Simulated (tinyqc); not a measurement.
Band bending at a free surface with one surface level, surface photovoltage and Kelvin probe: one step of the calculation.

n-type bulk, xi = Ec - EF = Vt ln(Nc/Nd), p0 = ni^2/Nd, ni = sqrt(Nc Nv) exp(-Eg/(2 Vt)), Eg in volts. b is the upward band bending, u = b/Vt. Space charge per area, in units of q: Qc = sign(b) sqrt((2 eps0 eps_r Vt/q) [(Nd + dn)(exp(-u) - 1) + Nd u + (p0 + dn)(exp(u) - 1)]), with dn the excess density under light (flat quasi-Fermi levels; 0 in the dark). The level holds -Ns f, f = 1/(1 + exp((xi + b - Es)/Vt)). Neutrality: Qc + Qf + (charge of the states) = 0.

Task. Surface photovoltage. Under chopped light the surface charge keeps its dark value, so b falls to bL with Qc(bL, dn) = Qc(b, 0); the photovoltage is b - bL. Qc rises with b, so bL follows by bisection.

Parameters, values chosen for the exercise; band and dielectric values close to those of silicon:
```
symbol    value   unit                                 meaning
T           300      K                             temperature
Eg         1.14     eV                                band gap
eps_r      11.8                          relative permittivity
Nc      2.78e19  cm^-3  conduction-band density of states at T
Nv      2.69e19  cm^-3     valence-band density of states at T
Nd         4e15  cm^-3                           donor density
dn       2.3e12  cm^-3      excess carrier density under light
```

Constants: q = 1.602176634e-19 C, kB = 1.380649e-23 J/K, Vt = kB T/q, eps0 = 8.8541878128e-14 F/cm where lengths are in cm. Results are converted to the units shown.

converged b = 0.22427148 V

Find: bL; photovoltage; share of b removed; excess holes at the surface, dn exp(bL/Vt).

Result.

bL = 0.1956 V
photovoltage = 28.68 mV
share of b removed = 12.79 %
excess holes at the surface, dn exp(bL/Vt) = 4.441e15 cm^-3

Computed by the program tinyqc: `OMP_NUM_THREADS=1 python tinyqc.py 2430103 2430104 out.jsonl`, one thread of a shared Intel Xeon 2.30GHz, about 0.01 s for the whole run.
